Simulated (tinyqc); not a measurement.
Length of a molecular wire: coherent transport through a tight-binding bridge. Computed by the program tinyqc. T = Gamma_L Gamma_R |G_1n|^2 with the self-energies of semi-infinite chains.

A uniform bridge between two chains:
```
parameter                        value
site energy (eV)              0.950000
hopping in the bridge (eV)    0.590000
lead hopping (eV)             1.960000
couplings (eV)              0.48, 0.82
E (eV)                        0.460000
```

Transmission against length:
```
sites           T    ln T
2      8.0123e-01  -0.222
3      3.0224e-01  -1.197
4      3.9424e-01  -0.931
5      6.7222e-01  -0.397
7      5.3459e-01  -0.626
8      4.9147e-01  -0.710
9      2.7909e-01  -1.276
10     7.1931e-01  -0.329
```

Estimate the missing row, sites = 6.

Computed row:
```
sites           T    ln T
6      2.7518e-01  -1.290
```

E lies inside the band of the bridge (|E - e|/2h = 0.415 < 1): T does not decay but oscillates with length, between 0.275 and 0.801 here, as levels of the bridge pass E.
